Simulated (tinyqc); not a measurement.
## Capacitance measurement on a leaky thin oxide: effects of series resistance and leakage: effect of the gate area

The device is a capacitance C in parallel with a leakage conductance G, in series with Rs and Ls. An impedance meter reports either a parallel pair (Cp, Gp) from Y = 1/Z = Gp + i w Cp or a series pair (Cs, Rm) from Z = Rm + 1/(i w Cs); w = 2 pi f, dissipation D = Gp/(w |Cp|).

EOT = 3.9 tox/eox; CET = EOT + zc + zp; C = 3.9 eps0 A/CET; G = Jg A/Vs. Z = Rs + i w Ls + 1/(G + i w C); CET read from Cp = 3.9 eps0 A/Cp; errors under 0.001 % are printed as 0. Rs is held fixed.

Inputs (values chosen for the exercise); values of the order met in thin-oxide MOS capacitors:
- eox = 8.95 (relative permittivity of the gate insulator (close to aluminium oxide))
- tox = 3 nm (insulator thickness)
- zc = 0.49 nm (oxide-equivalent thickness added by the accumulation layer)
- zp = 0 nm (oxide-equivalent thickness added by gate depletion)
- Jg = 0.26 A/cm^2 (gate leakage current density, not matched to the thickness)
- Vs = 0.36 V (voltage for an e-fold rise of the leakage)
- Rs = 93 ohm (series resistance)
- Ls = 0 nH (series inductance)
- f = 1e6 Hz (measuring frequency)

Constants: eps0 = 8.8541878128e-14 F/cm where lengths are in cm. Results are converted to the units shown.

Result of one run:

| C (pF) | Cp (pF) | Cs (pF) | D | error of Cp (%) | error of Cs (%) | CET read from Cp (nm) |
|---|---|---|---|---|---|---|
| 11.53 | 11.52 | 11.57 | 0.06659 | -0.0851 | 0.358 | 1.799 |

Which gate area A gave this result: 200, 600, 2000 or 5000 um^2?

A = 600 um^2.

The whole series:

| A (um^2) | C (pF) | Cp (pF) | Cs (pF) | D | error of Cp (%) | error of Cs (%) | CET read from Cp (nm) |
|---|---|---|---|---|---|---|---|
| 20 | 0.3843 | 0.3843 | 0.3856 | 0.06005 | -2.69e-3 | 0.358 | 1.797 |
| 70 | 1.345 | 1.345 | 1.350 | 0.06061 | -9.46e-3 | 0.358 | 1.797 |
| 200 | 3.843 | 3.842 | 3.856 | 0.06208 | -0.0274 | 0.358 | 1.798 |
| 600 | 11.53 | 11.52 | 11.57 | 0.06659 | -0.0851 | 0.358 | 1.799 |
| 2000 | 38.43 | 38.30 | 38.56 | 0.08236 | -0.318 | 0.358 | 1.803 |
| 5000 | 96.07 | 95.13 | 96.41 | 0.1162 | -0.978 | 0.358 | 1.815 |
| 10000 | 192.1 | 187.2 | 192.8 | 0.1725 | -2.54 | 0.358 | 1.844 |
| 40000 | 768.5 | 611.8 | 771.3 | 0.5105 | -20.4 | 0.358 | 2.258 |

As A goes from 20 to 40000, the error of Cp goes from -0.00269 to -20.4 %, that of Cs from 0.358 to 0.358 %, and D rises from 0.0601 to 0.511. The CET read from Cp goes from 1.80 to 2.26 nm against the true 1.80 nm. G/(w C) does not depend on the area, while G Rs and w C Rs grow with it.

tinyqc, about 0.01 s, one thread, Intel Xeon 2.30GHz (shared host): `OMP_NUM_THREADS=1 python tinyqc.py 2022184 2022185 out.jsonl`
